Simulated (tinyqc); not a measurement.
Active against total: solid solubility of a dopant against its melt (retrograde solidus), clustering and the electrically active fraction. Computed by tinyqc, a small Python program. Command: `OMP_NUM_THREADS=1 python tinyqc.py 3005582 3005583 out.jsonl retro walk`. One thread of a shared host (Intel(R) Xeon(R) Processor @ 2.30GHz), about 0.01 s of CPU time with the checks.

Inputs (values chosen for the exercise, of the order of those of copper in silicon for the solubility):
```
quantity                                      value    unit
atoms per cluster m                               3       -
cluster scale N* at 1273 K                  3.8e+20  1/cm^3
activation energy E_b of the cluster scale     0.29      eV
anneal temperature T_a                         1025       K
```

Clustering: clusters of m atoms, electrons left out.

Constants: k_B = 8.617333262e-05 eV/K.

Method. A highly soluble donor (another dopant than that of the solidus) is limited by clustering. Donors N_a are active, and clusters hold m atoms each: N_t = N_a + m C, m C = N* (N_a/N*)^m, with N*(T) = N*(1273 K) exp[-(E_b/k_B)(1/T - 1/1273)].

Active density (1/cm^3):
```
N_t (1/cm^3)  N_a at T_a  fraction  N_a at T_a + 150 K  N_a at T_a - 150 K
1.00e+19      9.9753e+18   0.99753          9.9893e+18          9.9250e+18
3.00e+19      2.9369e+19   0.97898          2.9718e+19          2.8267e+19
1.00e+20      8.4815e+19   0.84815          9.1700e+19          7.1710e+19
2.00e+20      1.3658e+20   0.68292          1.5775e+20          1.0673e+20
5.00e+20      2.2321e+20   0.44642          2.7534e+20          1.6367e+20
1.00e+21      3.0359e+20   0.30359          3.8513e+20          2.1692e+20
2.00e+21      4.0055e+20   0.20027          5.1655e+20          2.8188e+20
5.00e+21      5.6282e+20   0.11256          7.3453e+20          3.9164e+20
```

What does the comparison show, and why?

The exponent d ln N_a/d ln N_t falls from 0.98 to 0.37, towards 1/m = 0.333. At the highest dose a 150 K hotter anneal gives 1.31 times the active density, and a later step 150 K cooler would cut it to 0.70 if it ran to equilibrium: short hot anneals come last. For ionised donors far above n_i the electrons enter the mass action too and halve the limiting exponent.

Extremes, crossings and ranges named in words are read from the listed rows.
